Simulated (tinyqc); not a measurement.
Donors on two lattice sites with valley-orbit split states, step by step. Values are carried at full precision from step to step, so a last printed digit may differ when a step is redone from the rounded ones.

Each donor binds at most one electron, in any of its states. For a site s, W_s = sum over its states of g exp(E/kT), and the ionised share is 1/(1 + W_s exp(eta)), eta = (EF - Ec)/kT; n = Nc F_1/2(eta); neutrality n + NA = ND x (mean ionised share, the two sites in equal numbers); holes are neglected. Nc from N = 2 (m kB T/(4 pi c))^(3/2) with c = hbar^2/2m0, in 1/angstrom^3; times 1e24 for 1/cm^3, m = md. F_j(eta) = (1/Gamma(j + 1)) integral_0^infinity x^j dx/(1 + exp(x - eta)), which tends to exp(eta) for eta << 0.

Constants: hbar^2/2m0 = 3.80998211 eV angstrom^2; kB = 8.617333262e-05 eV/K.

Inputs chosen for the exercise (near those of nitrogen in 4H-SiC; not measured data):
- md = 0.836 m0 (density-of-states mass of the conduction band)
- E = (65.4, 57.4, 133.4, 92.2) meV (binding energies of h ground, h excited, k ground, k excited)
- g = (2, 4, 2, 4) (their degeneracies with spin)
- T = 300 K
- ND = 1.9e+16 1/cm^3 (donors, half on each site)
- NA = 0 1/cm^3 (compensating acceptors, all ionised)
- mu0 = 40 cm^2/(V s) (mobility at heavy doping)
- mu1 = 963 cm^2/(V s) (mobility at light doping and 300 K)
- Nr = 2.1e+17 1/cm^3 (reference doping)
- de = 0.61 (doping exponent)
- ga = 2.4 (temperature exponent)

## Partition sums of the neutral donor

Give each term g exp(E/kT), W_s, and the effective degeneracy W_s exp(-E_ground/kT).

Nc = 1.9181e+19 1/cm^3

terms: h ground 25.10, h excited 36.84, k ground 348.4, k excited 141.6

W_s: h 61.943, k 489.94

effective degeneracy: h 4.935, k 2.813

The ground state alone would give 2 and all states together 6 on each site; here the excited states hold 59 % and 29 % of the bound electrons on the h and k sites.

## Neutrality

Solve for eta.

eta = -7.101
n = 1.58e+16 1/cm^3

ionised share: h 0.951, k 0.712

n is 0.832 of ND - NA. The deeper k site is ionised 0.75 times as much as the h site.

## Mobility and resistivity

Mobility (Caughey-Thomas form): mu = mu0 + (mu1 (T/300)^(-ga) - mu0)/(1 + ((ND + NA)/Nr)^de); rho = 1/(e n mu), e = 1.602176634e-19 C.

Compare with full ionisation, n = ND - NA.

mu = 789.8 cm^2/(V s)
rho = 0.500 ohm cm
rho at full ionisation = 0.416 ohm cm

Incomplete ionisation raises rho by a factor 1.2.

## Checks

- n + NA against ND times the mean ionised share (1/cm^3): both 1.581e+16.

Run: tinyqc, `OMP_NUM_THREADS=1 python tinyqc.py 1651827 1651828 out.jsonl`; Intel(R) Xeon(R) Processor @ 2.30GHz, one thread, shared host; about 0.01 s of CPU time with all checks.
